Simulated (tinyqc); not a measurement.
Worked calculation: RKS/BP86 in the sto-3g basis, for H3-, spin multiplicity 1. The basis has no diffuse functions, so it cannot describe the extra electron: this is an exercise in the method, not the real anion. One step of it, computed by the program tinyqc.

Problem. Iteration 1: diagonalisation and new density. Diagonalise F' = X^T F X, C = X C', fill 2 alpha and 2 beta electrons from the bottom; D = 2 C_occ C_occ^T. Each column has its largest component positive (the first on a tie).

Kohn-Sham matrix F (hartree):
```
           1H 1s      2H 1s      3H 1s
1H 1s   0.313734  -0.037680  -0.037680
2H 1s  -0.037680   0.284466  -0.022510
3H 1s  -0.037680  -0.022510   0.284466
```

X:
```
           1H 1s      2H 1s      3H 1s
1H 1s   1.159366  -0.248763  -0.248763
2H 1s  -0.248763   1.077056   0.039194
3H 1s  -0.248763   0.039194   1.077056
```

Give: F' = X^T F X; orbital energies; coefficients C; D after iteration 1.

Solution.

F' = X^T F X (hartree):
```
         1        2        3
1   0.4976  -0.2167  -0.2167
2  -0.2167   0.3689   0.0382
3  -0.2167   0.0382   0.3689
```

orbital energies (hartree): MO1 0.1426, MO2 0.3307, MO3 0.7621

coefficients C:
```
          MO1      MO2      MO3
1H 1s  0.4912   0.0000   1.1075
2H 1s  0.4350   0.7339  -0.7041
3H 1s  0.4350  -0.7339  -0.7041
```

D after iteration 1:
```
        1H 1s    2H 1s    3H 1s
1H 1s  0.4826   0.4273   0.4273
2H 1s  0.4273   1.4555  -0.6988
3H 1s  0.4273  -0.6988   1.4555
```
